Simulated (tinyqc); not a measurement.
Hole subbands of a hard-walled well, four-band Luttinger model, step by step. Values are carried at full precision from step to step, so a last printed digit may differ when a step is redone from the rounded ones.

Constants: hbar^2/2m0 = 3.80998211 eV angstrom^2.

Parameters, chosen for this exercise (near those of InAs; not measured data):
```
symbol  value    unit        meaning
b       -1.84    eV          shear deformation potential
C11     82.2     GPa
C12     44.7     GPa
e_par   -0.0058              strain in the plane
g1      19.93                Luttinger gamma1
g2      8.49                 gamma2
L       140      angstrom    well width along [001]
g3      9.14                 gamma3
k       0.025    1/angstrom  wave vector in the plane
N       3                    sines for each component
kmax    0.054    1/angstrom  end of the path
```

## Shear strain energy

e_perp = -2 (C12/C11) e_par and Zs = b (e_par - e_perp); Zs > 0 lifts the heavy-hole edge by Zs and lowers the light-hole edge by Zs.

e_perp = 0.00631
shear strain energy Zs = 0.02228 eV

## Levels at k = 0

R and S vanish: HHn = c (g1 - 2 g2)(n pi/L)^2 - Zs and LHn = c (g1 + 2 g2)(n pi/L)^2 + Zs, c = hbar^2/2m0, hole energies counted downwards. Sort HH1 to HH4 and LH1, LH2.

Levels:
```
subband,E (eV)
HH1,-0.0166
HH2,0.0004
HH3,0.0287
HH4,0.0683
LH1,0.0931
LH2,0.3055
```

The top subband is HH1, 17.0 meV from HH2. In so narrow a gap the light holes are also strongly non-parabolic.

## The matrix at one k

Hole energies are counted downwards from the unstrained band edge, c = hbar^2/2m0. After the usual block transformation one block is H = [[P + Q - Zs, R - i S], [R + i S, P - Q + Zs]] in (heavy, light), with P +/- Q = c [(g1 +/- g2) k^2 + (g1 -/+ 2 g2) kz^2], R = sqrt(3) c gR k^2, S = 2 sqrt(3) c g3 k kz, kz = -i d/dz; axial approximation gR = (g2 + g3)/2. Zs = b (e_par - e_perp) is the shear part of the strain (the hydrostatic part shifts all levels alike and is left out). Basis sqrt(2/L) sin(n pi z/L), n = 1 to N, for each component: kz^2 gives (n pi/L)^2 and the heavy-light block is R delta_nm - 2 sqrt(3) c g3 k D_nm with D_nm = 4 n m/(L (n^2 - m^2)) for n + m odd, 0 otherwise. The other block has the same levels. The split-off band is left out.

Fill in the 2N x 2N matrix, in meV.

H(k) (meV), lower triangle:
```
,h1,h2,h3,l1,l2,l3
h1,51.06
h2,0,68.03
h3,0,0,96.33
l1,36.36,-57.44,0,120.33
l2,57.44,36.36,-103.40,0,332.77
l3,0,103.40,36.36,0,0,686.83
```

## Levels and mixing

Diagonalise; give the four lowest hole energies and the weight of the heavy component (the first half of the basis) in each.

levels (meV): 9.53  25.25  69.20  161.44

heavy weight: 0.722  0.880  0.956  0.267

The most mixed of the four is number 1, with 72 % heavy character. Against 60 sines these levels lie 0.6, 4.8, 21.1 and 90.1 meV too high: the small basis is not converged.

## Dispersion in the plane

N = 20, nine points from 0 to kmax.

Hole energies (meV):
```
k (1/angstrom),E1,E2,E3,E4,heavy weight of 1,heavy weight of 2
0.0000,-16.62,0.36,28.66,68.28,1.000,1.000
0.0067,-12.58,1.43,29.28,67.47,0.997,0.972
0.0135,-2.37,5.16,31.80,66.53,0.959,0.918
0.0203,5.37,14.58,39.24,67.45,0.807,0.916
0.0270,10.37,22.20,51.45,74.58,0.694,0.841
0.0338,15.54,26.78,57.53,89.12,0.605,0.770
0.0405,21.20,30.98,60.33,98.31,0.536,0.708
0.0473,27.47,35.71,63.01,102.52,0.483,0.653
0.0540,34.41,41.24,66.34,105.40,0.443,0.605
```

At small k the hole energy falls in subband 4: an electron-like mass, caused by repulsion from a deeper subband. E2 - E1 is smallest, 6.8 meV, at k = 0.0540 of the points listed. The top subband goes from 1.00 to 0.44 in heavy weight.

## Mass of HH1 in the plane

Second order in k: 1/m = g1 + g2 - sum_n 12 c g3^2 D_1n^2/(LHn - HH1) over even n up to 60, with D_1n = 4n/(L (n^2 - 1)) in size, LHn - HH1 = c [(g1 + 2 g2) n^2 - (g1 - 2 g2)](pi/L)^2 + 2 Zs, c = hbar^2/2m0.

LHn - HH1 for n = 2, 4, 6 (meV): 322.1  1171.9  2588.2
terms for n = 2, 4, 6: 4.3015  0.1892  0.0354
sum of all terms = 4.5470
mass without mixing, 1/(g1 + g2) = 0.0352 m0
1/m with mixing = 23.8730 1/m0

Mixing with the light holes takes m from 0.035 to 0.042 m0.

## Checks

- 1/m of HH1 from the full matrix (N = 60) at small k against second order: both 23.873.
- The 2 x 2 block with gR = g2 (k along [100]) for a plane wave (k, 0, pi/L) against the bulk heavy-hole formula, eV: both 0.00850.
- Lowest level at the given k on a real-space grid of 240 points against 60 sines, eV: both 0.0089.

Run: tinyqc, `OMP_NUM_THREADS=1 python tinyqc.py 1280292 1280293 out.jsonl`; Intel(R) Xeon(R) Processor @ 2.30GHz, one thread, shared host; about 0.1 s of CPU time with all checks.
